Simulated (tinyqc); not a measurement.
What moves the results: exchange-split free-electron bands and tunnelling magnetoresistance. A value that a table varies takes the place of the one given here.

Majority and minority bands E = c k^2/m -/+ Dx/2, c = hbar^2/2m0, so k_up = sqrt(m (EF + Dx/2)/c), k_dn = sqrt(m (EF - Dx/2)/c); n_s = k_s^3/(6 pi^2), D_s = m k_s/(4 pi^2 c).

Barrier: kappa = sqrt(mb phi/c), c = hbar^2/2m0. With a = k1/m, b = k2/m, w = kappa/mb, the transmission at normal incidence is T(k1, k2) = 4 a b w^2/[w^2 (a + b)^2 + (w^2 + a^2)(w^2 + b^2) sinh^2(kappa d)]. Parallel: G_P = T(up, up) + T(dn, dn); antiparallel: G_AP = 2 T(up, dn); TMR = (G_P - G_AP)/G_AP. Julliere: TMR = 2 P^2/(1 - P^2). Slonczewski factor: P_eff = P_k (w^2 - a_up a_dn)/(w^2 + a_up a_dn), P_k = (k_up - k_dn)/(k_up + k_dn).

Constants: hbar^2/2m0 = 3.80998211 eV angstrom^2.

Parameters, chosen for this exercise: EF = 4.86 eV (Fermi energy above the mean band bottom); Dx = 8.16 eV (exchange splitting); m = 1.36 m0 (mass in the electrodes); mb = 0.43 m0 (mass in the barrier); d = 6.2 angstrom (barrier thickness); phi = 0.67 eV (barrier height above EF).

## Barrier height

Results:
```
phi (eV)  w (1/angstrom)    P_eff  TMR (%)       G_P
0.20               0.349  -0.3337    19.75     0.639
0.40               0.494  -0.1916    11.66     0.366
0.70               0.654  -0.0478     3.88     0.168
1.0                0.781   0.0489     2.23    0.0862
1.5                0.957   0.1549     5.38    0.0336
2.0                1.105   0.2235    10.61    0.0150
3.0                1.353   0.3071    20.79   0.00376
4.0                1.563   0.3561    29.02   0.00115
6.0                1.914   0.4111    40.66  0.000151
10                 2.471   0.4601    53.71  5.94e-06
```

P_eff vanishes where w^2 = a_up a_dn, at phi = 0.83 eV, inside the table; the lowest TMR listed is 2.23 % at 1 eV. TMR is 19.8 % at the lowest barrier and 53.7 % at the highest, against 84.0 % for Julliere with P_k; P_eff tends to +P_k for very high barriers and to -P_k for very low ones. G_P falls by 5.0 decades.

## Barrier thickness

Results:
```
d (angstrom)  kappa d       G_P      G_AP  TMR (%)
1               0.275      1.80      1.31    37.74
2               0.550      1.35      1.05    28.31
3               0.825     0.902     0.758    19.00
4               1.100     0.564     0.503    12.07
6               1.650     0.201     0.192     4.73
8               2.200    0.0684    0.0670     2.08
10              2.750    0.0229    0.0226     1.17
13              3.575   0.00441   0.00438     0.80
16              4.400  0.000848  0.000842     0.73
20              5.500  9.40e-05  9.33e-05     0.72
```

For thick barriers each angstrom costs a factor exp(2 kappa) = 1.73 in both conductances, and TMR settles at 0.72 % (the interface factor, which vanishes at (kappa/mb)^2 = k_up k_dn/m^2, reduces it below the value from the polarisation of k alone); it is within 0.1 point of that from d = 13 angstrom on. At 1 angstrom it is 37.74 %, where the barrier is thin and the mismatch of k_up and k_dn starts to rule, as it does fully for d -> 0.

## Exchange splitting

Dx takes the listed multiples of 2 EF.

Results:
```
Dx/(2 EF)    k_up    k_dn     P_k    P_eff  TMR (%)
0.10       1.3814  1.2495  0.0501  -0.0196     0.08
0.20       1.4428  1.1781  0.1010  -0.0388     0.32
0.35       1.5304  1.0619  0.1807  -0.0659     0.97
0.50       1.6131  0.9313  0.2679  -0.0885     1.94
0.65       1.6919  0.7792  0.3693  -0.1000     3.08
0.80       1.7671  0.5890  0.5000  -0.0791     4.09
0.90       1.8155  0.4165  0.6268   0.0001     5.12
0.97       1.8487  0.2281  0.7803   0.2217    17.32
```

P_k rises from 0.050 to 0.780, and TMR goes from 0.08 % to 17.3 %, steadily; P_eff changes sign along the table. At Dx = 2 EF the minority band is empty (a half metal) and G_AP vanishes.

## What moves the magnetoresistance

All results formed anew. Each row changes one parameter from the base and keeps the others.

Results:
```
case                 P_k    P_eff  TMR (%)     G_P
base              0.5440  -0.0596     4.33   0.181
Dx = 8.568 eV     0.5987  -0.0239     4.73   0.166
EF = 5.346 eV     0.4636  -0.1111     4.49   0.195
phi = 0.871 eV    0.5440   0.0115     2.41   0.113
mb = 0.344 m0     0.5440   0.0008     5.39   0.256
d = 8.2 angstrom  0.5440  -0.0596     1.94  0.0613
m = 1.632 m0      0.5440  -0.0103     3.82   0.181
```

The largest shifts from the base row, up to three for each result and ties (the steps differ in size, so this ranks the rows, not the parameters). P_k: EF -0.0803, Dx +0.0548; unchanged at the printed digits by phi, mb, d and m. P_eff: phi +0.0711, mb +0.0604, EF -0.0515; unchanged at the printed digits by d. TMR (%): d -2.39, phi -1.92, mb +1.06. G_P: d -0.119, mb +0.0757, phi -0.0672; unchanged at the printed digits by m.

(tinyqc, `OMP_NUM_THREADS=1 python tinyqc.py 1651580 1651581 out.jsonl`, Intel(R) Xeon(R) Processor @ 2.30GHz, 1 thread, shared host, about 0.01 s.)
